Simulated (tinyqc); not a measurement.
Epitaxial growth on a vicinal surface: Burton-Cabrera-Frank step flow, step-edge barrier and island nucleation: one step, computed by the program tinyqc.

Adatoms land at rate F, hop on a square grid (a simplification for hexagonal faces), desorb, or join steps. Lengths are in units of a and n is the adatom coverage. Steps ascend at x = 0 and descend at x = l.

Task: Scales. D = nu exp(-E_d/(k_B T)) (a^2/s, nu counted per direction); tau = exp(E_a/(k_B T))/nu; x_s = sqrt(D tau); n_eq = exp(-E_f/(k_B T)); terrace width l = h/(a tan(miscut)); Schwoebel length l_s = exp(E_s/(k_B T)) - 1. Temperatures in kelvin are T(C) + 273.15.

Inputs (values chosen for the exercise, close to those used for GaAs(001)):
```
quantity                     value      unit
site spacing a                   4  angstrom
step height h                 2.83  angstrom
diffusion barrier E_d         1.23        eV
desorption energy E_a          2.6        eV
adatom formation energy E_f  0.826        eV
step-edge barrier E_s         0.13        eV
attempt frequency nu            10       THz
miscut angle                     2   degrees
temperature T                  520         C
```

Constants: k_B = 8.617333262e-05 eV/K.

Give: D; lifetime tau; diffusion length x_s; equilibrium coverage n_eq; terrace width l; Schwoebel length l_s.

Result:

D = 1.5290e+05 a^2/s

lifetime tau = 3316.9 s

diffusion length x_s = 22521 a

equilibrium coverage n_eq = 5.6427e-06

terrace width l = 20.260 a

Schwoebel length l_s = 5.6994 a

l/x_s = 9.00e-4: nearly every adatom reaches a step.
